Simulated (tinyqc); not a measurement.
Worked calculation: phonon-assisted absorption at an indirect gap. Values are carried at full precision from step to step, so a last printed digit may differ when a step is redone from the rounded ones.

alpha(E) = sum_j A_j [N_j (E - Eg + w_j)^2 + (N_j + 1)(E - Eg - w_j)^2], each bracket counted only where its base is positive; N_j = 1/(exp(w_j/kB T) - 1). The first term absorbs a phonon and the second emits one; excitons and direct transitions are left out.

Constants: kB = 8.617333262e-05 eV/K.

Parameters, chosen for this exercise (loosely those of Si at room temperature; Eg is not tied to T; the results hold for these values, not for the real material):
- Eg = 1.098 eV (indirect gap, held fixed unless listed)
- w = (59, 18.4) meV (two zone-edge phonons)
- A = (2800, 510) 1/(cm eV^2) (their strengths)
- T = 300 K
- E = 1.084 eV (photon energy)
- nr = 3.58 (refractive index)
- d = 6.7 micrometre (thickness)
- xj = 0.098 micrometre (dead layer at the surface)
- W = 0.87 micrometre (depleted width)
- L = 3.2 micrometre (minority diffusion length below it)

## The four branches at one energy

Evaluate the occupations and each term.

N_j: 0.1137  0.9638

terms with phonon absorption (1/cm): 0.6444  0.009516

terms with phonon emission (1/cm): 0  0

alpha = 0.6539 1/cm
wavelength hc/E (hc = 1239.841984 eV nm) = 1143.8 nm

Phonon absorption supplies 100.0 % of alpha; the depth 1/alpha is 1.53e+04 micrometre.

## What a slab does with it

Slab of thickness d in air, incoherent passes: R = ((nr - 1)/(nr + 1))^2, x = exp(-alpha d); transmitted Tr = (1 - R)^2 x/(1 - R^2 x^2), reflected Rt = R + (1 - R)^2 R x^2/(1 - R^2 x^2), absorbed Ab = (1 - R)(1 - x)/(1 - R x).

d in cm is 1e-4 times the value in micrometres.

R = 0.3173
x = 0.9996
Tr = 0.5179
Rt = 0.4816
Ab = 0.0004

A single pass would absorb (1 - R)(1 - x) = 0.0003; the back face adds 0.0001.

## Quantum efficiency of a diode

Photodiode (Gaertner form with a dead layer): QE = (1 - R) exp(-alpha xj) [1 - exp(-alpha W)/(1 + alpha L)], R = ((nr - 1)/(nr + 1))^2; responsivity = QE/E in A/W for E in eV.

Evaluate the factors; 1 micrometre = 1e-4 cm.

passes the dead layer = 1.0000
collected share = 0.0003
QE = 0.0002
responsivity = 0.0002 A/W

Without diffusion from below the collected share would be 0.0001.

## Checks

- Tr + Rt + Ab against 1: both 1.000000.

Computed by tinyqc, a small Python program: `OMP_NUM_THREADS=1 python tinyqc.py 1681117 1681118 out.jsonl` (the numbers bound the seed that draws the inputs); one thread of a shared host (Intel(R) Xeon(R) Processor @ 2.30GHz), about 0.01 s for the whole set of steps.
